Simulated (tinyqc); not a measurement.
Inside a calculation: Lorentz oscillators and the Kramers-Kronig relations. Values are carried at full precision from step to step, so a last printed digit may differ when a step is redone from the rounded ones.

eps(E) = 1 + sum_j S_j/(E0_j^2 - E^2 - i G_j E).

Constants: hbar c = 1973.269805 eV angstrom; hbar^2/2m0 = 3.80998211 eV angstrom^2; e^2/(4 pi eps0) = 14.39964547 eV angstrom.

Inputs chosen for the exercise:
- E0 = (3.43) eV (resonances)
- G = (0.31) eV (widths)
- S = (29.3) eV^2 (strengths)
- E = 1.26 eV (photon energy)
- h = 0.4 eV (grid step)
- M = 40 (grid points E_j = j h)
- i = 14 (grid index at which eps1 is wanted)

## Dielectric function at one energy

Evaluate each oscillator and the sum.

terms: [2.8747+0.1103i]

eps(E) = 3.8747+0.1103i
eps(0) = 3.4905

## Optical constants

n + i k = sqrt(eps1 + i eps2) with k >= 0; R = ((n - 1)^2 + k^2)/((n + 1)^2 + k^2) at normal incidence from vacuum; alpha = 2 E k/(hbar c), times 1e8 for 1/cm; loss function Im(-1/eps) = eps2/(eps1^2 + eps2^2).

Convert eps at the photon energy E into the optical constants.

n = 1.9686
k = 0.0280
R = 0.1065
alpha = 3.58e+03 1/cm
loss function = 0.0073
vacuum wavelength hc/E (hc = 1239.841984 eV nm) = 984.0 nm

The intensity falls to 1/e within 2.79e+03 nm.

## Absorptive part on the grid

Tabulate eps2 at E_j = j h.

eps2(E_j), j = 1 .. M: [0.0270, 0.0587, 0.1021, 0.1710, 0.2994, 0.5954, 1.5740, 8.7828, 12.2297, 1.8657, 0.6712, 0.3371, 0.2002, 0.1314, 0.0922, 0.0679, 0.0518, 0.0406, 0.0325, 0.0266, 0.0220, 0.0185, 0.0157, 0.0135, 0.0117, 0.0102, 0.0089, 0.0079, 0.0070, 0.0062, 0.0056, 0.0050, 0.0045, 0.0041, 0.0037, 0.0034, 0.0031, 0.0029, 0.0026, 0.0024]

## eps1 at one grid point

Kramers-Kronig: eps1(E) = 1 + (2/pi) P integral_0^infinity E1 eps2(E1)/(E1^2 - E^2) dE1. Maclaurin rule on the grid E_j = j h, j = 1 .. M: eps1(E_i) = 1 + (4 h/pi) sum over j with j - i odd of E_j eps2(E_j)/(E_j^2 - E_i^2); nothing is added above E_M.

List the terms E_j eps2_j/(E_j^2 - E_i^2) for j - i odd, add them and form eps1.

terms in order of j (1/eV): [-0.0003, -0.0041, -0.0219, -0.1874, -2.3928, -0.2461, -0.2410, 0.1193, 0.0237, 0.0094, 0.0047, 0.0027, 0.0017, 0.0011, 0.0008, 0.0006, 0.0004, 0.0003, 0.0002, 0.0002]

sum = -2.928 1/eV
eps1(E_i) = -0.491

The oscillator formula gives -0.484 at E_i = 5.6 eV. The rule samples every 2h = 0.8 eV against a narrowest width of 0.31 eV and stops at 16 eV; coarse sampling and the missing tail make the difference.

## The f-sum on the grid

W(E_M) = (2/pi) h sum_j E_j eps2_j, with half weight on the last point; the full integral equals sum S_j = (hbar omega_p)^2, and the electron density follows from (hbar omega_p)^2 = 8 pi c (e^2/(4 pi eps0)) N with c = hbar^2/2m0.

W(E_M) = 24.60 eV^2
sum S = 29.30 eV^2
share reached on this grid (a step near the line widths can inflate it) = 0.840
hbar omega_p = 5.413 eV
N = 2.12e+22 1/cm^3

## Checks

- The value of eps1 at 1.266 eV from a fine, long grid (with the tail of eps2 ~ 1/E^3 added) against the oscillator formula: both 3.88.

Run: tinyqc, `OMP_NUM_THREADS=1 python tinyqc.py 1682724 1682725 out.jsonl`; Intel(R) Xeon(R) Processor @ 2.30GHz, one thread, shared host; about 0.1 s of CPU time with all checks.
